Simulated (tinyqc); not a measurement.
Bias-temperature instability from a Gaussian distribution of capture and emission barriers: one step, computed by the program tinyqc.

Each trap has a capture time tau_0 exp(E_c/(k_B T)) under stress and an emission time tau_0 exp(E_e/(k_B T)) after it. E_c is Gaussian, and E_e = E_c + d with d Gaussian and independent. A trap counts as filled once t_s exceeds its capture time and as emptied once t_r exceeds its emission time.

Task: Stress. Demarcation energies E_s = k_B T ln(t_s/tau_0), E_r = k_B T ln(t_r/tau_0); mean barrier mu = mu_c - k_F F; z = (E_s - mu)/sigma_c; Phi is the standard normal distribution. Temperatures in kelvin are T(C) + 273.15. Shift without recovery dV0 = V_max Phi(z); local time exponent n = d ln dV0/d ln t_s = (k_B T/sigma_c) exp(-z^2/2)/(sqrt(2 pi) Phi(z)); apparent activation energy n E_s.

Inputs (values chosen for the exercise, for a model p-channel transistor):
```
quantity                                 value        unit
shift with all traps filled V_max          380          mV
mean capture barrier at zero field mu_c   1.68          eV
spread of capture barriers sigma_c        0.34          eV
lowering of mu_c per field k_F           0.065  eV/(MV/cm)
oxide field F                              4.2       MV/cm
time constant tau_0                      1e-09           s
temperature T                               60           C
stress time t_s                             30           s
```

Constants: k_B = 8.617333262e-05 eV/K.

Give: E_s; mean barrier mu; z; shift without recovery dV0; time exponent n; apparent activation energy.

Result:

E_s = 0.6926 eV

mean barrier mu = 1.407 eV

z = -2.101

shift without recovery dV0 = 6.768 mV

time exponent n = 0.2080

apparent activation energy = 0.1440 eV

The stress has filled 1.8 % of the traps. The apparent energy 0.144 eV is only the share n of the barriers near 0.69 eV that are being crossed.
